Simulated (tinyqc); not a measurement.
Mobility and doping from two currents.

Problem. A trap-free film with injecting contacts is fitted, with diffusion neglected, by J = q mu N V/Lf + (9/8) eps0 eps_r mu V^2/Lf^3. Find mu, N and the voltage at which both terms are equal.

Inputs (values chosen for the exercise):
- eps_r = 9.69 (relative permittivity)
- Lf = 220 nm (film thickness)

Constants: q = 1.602176634e-19 C, eps0 = 8.8541878128e-14 F/cm where lengths are in cm. Results are converted to the units shown.

J at 3 and 8 V (A/cm^2): [5.8117958, 20.936987]

Solution. J/V is a straight line in V: the slope gives mu and the intercept mu N.

mu = 0.00150 cm^2/(V s)
N = 1.40e17 cm^-3
crossover voltage = 11.2 V

Program tinyqc, `OMP_NUM_THREADS=1 python tinyqc.py 2730013 2730014 out.jsonl`; Intel Xeon 2.30GHz, shared host, one thread, about 0.06 s.
